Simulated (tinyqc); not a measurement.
Schottky barrier on an n-type semiconductor, non-linear Poisson equation by Newton steps: two steps of the calculation.

One dimension, metal at x = 0, donor density C(x) = Nd, uniform. Energies are counted from the electron Fermi level of the semiconductor and the conduction-band edge is Ec = -psi, so n = Nc exp(psi/Vt); holes follow the Fermi level of the metal, at -V, so p = Nv exp((V - psi - Eg)/Vt). Ends: psi(0) = V - phiB and psi = Vt ln(Nd/Nc) deep inside. Boltzmann statistics, full ionisation, no current, no image force in the Poisson equation.

Parameters, values chosen for the exercise; band and dielectric values close to those of cadmium telluride: temperature T = 250 K; band gap Eg = 1.51 eV; relative permittivity eps_r = 10.3; conduction-band density of states at T Nc = 6.15e17 cm^-3; valence-band density of states at T Nv = 1.38e19 cm^-3; bias of the metal against the semiconductor V = 0 V.

Constants: q = 1.602176634e-19 C, kB = 1.380649e-23 J/K, Vt = kB T/q, eps0 = 8.8541878128e-14 F/cm where lengths are in cm. Results are converted to the units shown.

Problem 1. Newton step. Solve the tridiagonal system a_(i-1) d_(i-1) + b_i d_i + a_i d_(i+1) = -F_i for nodes 1 to 8, with d = 0 on fixed nodes. If the largest |d| exceeds 4 Vt, the whole step is scaled down so that it equals 4 Vt.

coupling a_i, interval 0 to 8 (F/cm^2): [5.3645961e-7, 4.4486895e-7, 3.6922322e-7, 3.0501048e-7, 2.5403380e-7, 2.0726849e-7, 1.7538103e-7, 1.4475894e-7, 1.1999755e-7]
diagonal b, node 1 to 8 (F/cm^2): [-9.8132856e-7, -8.1409217e-7, -6.7423370e-7, -5.5904429e-7, -4.6130243e-7, -3.8265859e-7, -3.2078857e-7, -3.1039317e-7]
residual F, node 1 to 8 (C/cm^2): [9.6091543e-9, 1.1582234e-8, 1.3990929e-8, 1.6860863e-8, 2.0473902e-8, 2.4599254e-8, 2.9455335e-8, 3.4828447e-8]
psi after iteration 1, node 0 to 9 (V): [-0.71000000, -0.66415013, -0.61089519, -0.54968428, -0.47990760, -0.40238083, -0.31666646, -0.22857956, -0.14102522, -0.06174910]

Wanted: Newton step d, before damping; psi after iteration 2.

Solution 1.

Newton step d, before damping, node 1 to 8 (V): [0.15631, 0.32320, 0.49291, 0.65249, 0.77771, 0.83240, 0.75682, 0.46517]
psi after iteration 2, node 0 to 9 (V): [-0.71000, -0.64797, -0.57744, -0.49866, -0.41236, -0.32187, -0.23049, -0.15023, -0.09287, -0.06175]

Problem 2. Converged densities, field and barrier lowering. n and p as above; E_i = -(psi_(i+1) - psi_i)/h_i; at the metal |E_0| = |E on interval 0| + q rho_0 (h_0/2)/(eps0 eps_r), rho_0 = p_0 - n_0 + C_0; image-force lowering dphi = sqrt(q |E_0|/(4 pi eps0 eps_r)).

x, node 0 to 9 (nm): [0, 17, 37.5, 62.2, 92.1, 128, 172, 224, 287, 363]
converged psi, node 0 to 9 (V): [-0.71000000, -0.56906127, -0.42274032, -0.28076540, -0.15909016, -0.08483084, -0.06487922, -0.06205473, -0.06177044, -0.06174910]
donor density C, node 0 to 9 (cm^-3): [3.5e16, 3.5e16, 3.5e16, 3.5e16, 3.5e16, 3.5e16, 3.5e16, 3.5e16, 3.5e16, 3.5e16]

Give: n; p; field E; |E_0| at the metal; image-force lowering.

Solution 2.

n, node 0 to 9 (cm^-3): [2992, 2.075e6, 1.848e9, 1.346e12, 3.817e14, 1.199e16, 3.027e16, 3.451e16, 3.497e16, 3.500e16]
p, node 0 to 9 (cm^-3): [1029, 1.484, 0.001666, 2.289e-6, 8.067e-9, 2.569e-10, 1.017e-10, 8.925e-11, 8.808e-11, 8.799e-11]
field E, interval 0 to 8 (kV/cm): [-82.91, -71.38, -57.48, -40.69, -20.69, -4.53, -0.54, -0.05, 0.00]
|E_0| at the metal = 88.13 kV/cm
image-force lowering = 35.10 mV

Program tinyqc, `OMP_NUM_THREADS=1 python tinyqc.py 2020169 2020170 out.jsonl`; Intel Xeon 2.30GHz, shared host, one thread, about 0.05 s.
